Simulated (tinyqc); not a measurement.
Surface Green function of a chain with one s and one p orbital a site, Sancho-Rubio decimation: course of the decimation.

A semi-infinite lead of cells 0, 1, 2, ... with H0 inside a cell and H1 = <cell i|H|cell i + 1>. H1 = [[-vss, vsp], [-vsp, vpp]]. z = E + i eta.

Start with e_s = e = H0, a = H1, b = H1^dagger. Each round: g = (z - e)^(-1); e_s <- e_s + a g b; e <- e + a g b + b g a; a <- a g a; b <- b g b (all with the old a, b). Round k joins cells 2^k apart.

Stop when the largest entry of a and b is below 1e-12 eV, or after 60 rounds. The last column is -Im Tr (z - e_s)^(-1)/pi. At the end g_s = (z - e_s)^(-1), and the bulk Green function is (z - e)^(-1).

Inputs (values chosen for the exercise):
- E = 7.96 eV (energy)
- eta = 0.1 eV (broadening)

H0 (eV):
```
      s     p
s  -2.1     0
p     0  1.23
```

H1 (eV):
```
       s     p
s   -2.7  1.21
p  -1.21  3.19
```

Course of the iteration:
```
round  largest |a|, |b| (eV)  surface density of states (1/eV)
1                       1.37                        0.00209963
2                      0.539                        0.00329861
3                      0.123                        0.00405947
4                    7.19e-3                        0.00415302
5                    2.46e-5                        0.00415349
6                   2.88e-10                        0.00415349
7                    < 1e-12                        0.00415349
```

Did this iteration meet its convergence test, and what does its course show?

Yes. Converged in 7 rounds, which stand for 2^7 cells. E lies outside the bands, where the waves decay by themselves, so few rounds suffice whatever eta is.

Numbers from tinyqc (`OMP_NUM_THREADS=1 python tinyqc.py 2680135 2680136 out.jsonl`; about 0.02 s on one thread of a shared Intel Xeon 2.30GHz).
